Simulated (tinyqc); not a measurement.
What moves the results: sp3s* tight binding with spin-orbit coupling. A value that a table varies takes the place of the one given here.

sp3s* tight binding, nearest neighbours only: anion (a) at 0, cation (c) at a/4 (1,1,1), orbitals s, px, py, pz, s* on each; k in units of 2 pi/a. With phases e_j = exp(i (pi/2) k.n_j) for n = (1,1,1), (1,-1,-1), (-1,1,-1), (-1,-1,1): g0 = (e1+e2+e3+e4)/4, g1 = (e1+e2-e3-e4)/4, g2 = (e1-e2+e3-e4)/4, g3 = (e1-e2-e3+e4)/4. The diagonal holds the levels Esa, Epa, Exa (s*) and Esc, Epc, Exc. Anion-cation block: <sa|sc> = Vss g0; <sa|xc> = Vsapc g1; <xa|sc> = -Vscpa g1; <xa|xc> = Vxx g0; <xa|yc> = <ya|xc> = Vxy g3, <xa|zc> = <za|xc> = Vxy g2, <ya|zc> = <za|yc> = Vxy g1; <s*a|xc> = Vxapc g1; <xa|s*c> = -Vpaxc g1; y and z take g2 and g3 in place of g1; s-s* and s*-s* vanish.

Spin-orbit coupling acts within the p shell of each atom as (D/3) L.sigma, D = Da or Dc: it puts four states at Ep + D/3 and two at Ep - 2D/3.

Parameters, chosen for this exercise (near a published set for GaAs, fitted to gaps, whose masses and valley positions are rough; spin-orbit coupling, where it is added without a refit, lifts the valence top and shrinks all gaps by about a third of the splitting; the results hold for these values, not for the real material): Esa = -8.342 eV (s level of the anion); Epa = 1.044 eV (p level of the anion); Esc = -2.66 eV (s level of the cation); Epc = 3.675 eV (p level of the cation); Exa = 8.595 eV (s* level of the anion); Exc = 6.727 eV (s* level of the cation); Vss = -6.448 eV (s-s); Vxx = 1.95 eV (px-px); Vxy = 5.063 eV (px-py); Vsapc = 4.476 eV (s anion, p cation); Vscpa = 5.799 eV (s cation, p anion); Vxapc = 4.854 eV (s* anion, p cation); Vpaxc = 4.798 eV (p anion, s* cation); Da = 0.425 eV (atomic spin-orbit splitting, anion); Dc = 0.17 eV (the same, cation); eta = 1.8 (scaling exponent); D001 = 0.96 (ratio -ezz/exx).

## What the s* orbital does

The s* couplings Vxapc and Vpaxc are scaled by f; f = 0 is the plain sp3 model. Gaps from the top of the valence band at Gamma; the Delta value is the minimum on (x,0,0), 0.5 <= x <= 1.

Gaps (eV):

| f | Gamma | Delta | L | x of the minimum |
|---|---|---|---|---|
| 0.00 | 1.4152 | 3.9482 | 2.7858 | 0.500 |
| 0.25 | 1.4152 | 3.8245 | 2.6760 | 0.500 |
| 0.50 | 1.4152 | 3.5128 | 2.3869 | 0.500 |
| 0.75 | 1.4152 | 2.9157 | 1.9963 | 1.000 |
| 0.90 | 1.4152 | 2.3054 | 1.7396 | 1.000 |
| 1.00 | 1.4152 | 1.8928 | 1.5646 | 1.000 |
| 1.10 | 1.4152 | 1.4781 | 1.3880 | 1.000 |

The gap at Gamma stays, since g1 to g3 vanish there. From f = 0 to 1 the s* levels lower the Delta value by 2.055 eV and L by 1.221 eV. For f = 0, 0.25 and 0.5 the least value lies at x = 0.5, the end of the range: any valley further out lies above that value until s* has lowered it enough. The lowest of the three is Gamma at both f = 0 and f = 1.

## Hydrostatic strain (sp3s* tight binding with spin-orbit coupling, strained)

Strain e moves each bond vector to d = (1 + e) d0 (no internal displacement for the diagonal strains used here) and k is given in fractions of the strained reciprocal cell, so the phases stay. Two-centre values Vss_sigma = Vss/4, Vsp_sigma = sqrt3 V/4 for each s-p and s*-p pair, Vpp_sigma = (Vxx + 2 Vxy)/4, Vpp_pi = (Vxx - Vxy)/4 are scaled by (d0/d)^eta and combined with the new direction cosines; the levels on the diagonal stay.

exx = eyy = ezz = e. Gaps as measured from the top of the valence band; the deformation potentials are (gap(0.01) - gap(-0.01))/0.06.

Gaps (eV):

| e | Gamma | Delta | L | x of the minimum |
|---|---|---|---|---|
| -0.03 | 1.8420 | 1.8798 | 1.7669 | 1.000 |
| -0.02 | 1.6952 | 1.8837 | 1.6974 | 1.000 |
| -0.01 | 1.5530 | 1.8881 | 1.6299 | 1.000 |
| 0.00 | 1.4152 | 1.8928 | 1.5646 | 1.000 |
| 0.01 | 1.2817 | 1.8980 | 1.5014 | 1.000 |
| 0.02 | 1.1523 | 1.9034 | 1.4402 | 1.000 |
| 0.03 | 1.0269 | 1.9091 | 1.3811 | 1.000 |

gap deformation potentials (eV): Gamma -4.521, Delta 0.164, L -2.142

Per unit of volume strain the gaps move by -4.52 (Gamma), +0.16 (Delta) and -2.14 eV (L). The lowest valley changes from L to Gamma between e = -0.03 and -0.02. These potentials follow from the one exponent eta, which fitted models replace by one for each integral; with it the sizes are rough, the sign for Delta can be wrong (in Si, Ge and the III-V crystals measured values are small and positive), and the pressures at which valleys cross, and which valley takes over, are rough too. A gap of zero, where one is listed, marks an s level that has sunk below the valence top.

## Biaxial strain splits the top of the valence band (sp3s* tight binding, strained)

No spin-orbit coupling; k = 0; exx = eyy = e, ezz = -D001 e. The four bonds keep equal lengths, and the sums over them give Vxx(e) for px and py and Vzz(e) for pz; each level is the lower root of [[Epa, V], [V, Epc]], and the s level the upper root of the s block. The shear potential b follows from E(x,y) - E(z) = 3 b (exx - ezz), taken as the slope between e = -0.005 and 0.005.

Couplings and levels at Gamma (eV):

| e | ezz | Vxx(e) | Vzz(e) | E(x,y) | E(z) | E(x,y) - E(z) (meV) | upper s level |
|---|---|---|---|---|---|---|---|
| -0.020 | 0.0192 | 1.8382 | 2.2454 | 0.0990 | -0.2429 | 341.9 | 1.6177 |
| -0.010 | 0.0096 | 1.8951 | 2.0961 | 0.0526 | -0.1152 | 167.8 | 1.5817 |
| -0.005 | 0.0048 | 1.9228 | 2.0226 | 0.0298 | -0.0533 | 83.1 | 1.5635 |
| 0.005 | -0.0048 | 1.9768 | 1.8782 | -0.0150 | 0.0665 | -81.4 | 1.5267 |
| 0.010 | -0.0096 | 2.0030 | 1.8072 | -0.0369 | 0.1242 | -161.1 | 1.5081 |
| 0.020 | -0.0192 | 2.0542 | 1.6676 | -0.0798 | 0.2355 | -315.3 | 1.4705 |

b = -2.798 eV

Under tension in the plane (e > 0) the bonds tilt towards the plane, Vxx grows to 2.0030 and Vzz falls to 1.8072 eV at e = 0.01, and the pz state forms the top of the valence band, by 161.1 meV; under compression (e = -0.01) the px, py pair does, by 167.8 meV. The slope gives b = -2.80 eV, a rough value, since on-site strain terms are left out (measured values lie near -2 eV).

## What each parameter does

Gaps from the top of the valence band at Gamma; Delta is the minimum on (x,0,0), 0.5 <= x <= 1. Each row changes one parameter from the base and keeps the others.

Results:

| case | Ev (eV) | gap Gamma (eV) | gap Delta (eV) | gap L (eV) |
|---|---|---|---|---|
| base | 0.1299 | 1.4152 | 1.8928 | 1.5646 |
| Vscpa = 5.999 eV | 0.1299 | 1.4152 | 1.8928 | 1.6274 |
| Vxy = 5.363 eV | 0.1299 | 1.4152 | 1.8929 | 1.4811 |
| Epc = 3.875 eV | 0.1738 | 1.3713 | 1.9639 | 1.5646 |
| Vsapc = 4.176 eV | 0.1299 | 1.4152 | 1.7454 | 1.4681 |
| Exa = 8.795 eV | 0.1299 | 1.4152 | 1.9550 | 1.5808 |
| Vxx = 1.75 eV | 0.2946 | 1.2505 | 1.7281 | 1.3718 |

The largest shifts from the base row, up to three for each result and ties (the steps differ in size, so this ranks the rows, not the parameters). Ev (eV): Vxx +0.1647, Epc +0.0439; unchanged at the printed digits by Vscpa, Vxy, Vsapc and Exa. gap Gamma (eV): Vxx -0.1647, Epc -0.0439; unchanged at the printed digits by Vscpa, Vxy, Vsapc and Exa. gap Delta (eV): Vxx -0.1647, Vsapc -0.1474, Epc +0.0711; unchanged at the printed digits by Vscpa. gap L (eV): Vxx -0.1928, Vsapc -0.0965, Vxy -0.0835; unchanged at the printed digits by Epc. Vscpa, Vxy, Vsapc and Exa cannot move Ev or the gap at Gamma, whose blocks do not hold them; s parameters never move Ev, and move the gap only where the lowest empty level at Gamma is s-like.

(tinyqc, `OMP_NUM_THREADS=1 python tinyqc.py 1451446 1451447 out.jsonl`, Intel(R) Xeon(R) Processor @ 2.30GHz, 1 thread, shared host, about 0.2 s.)
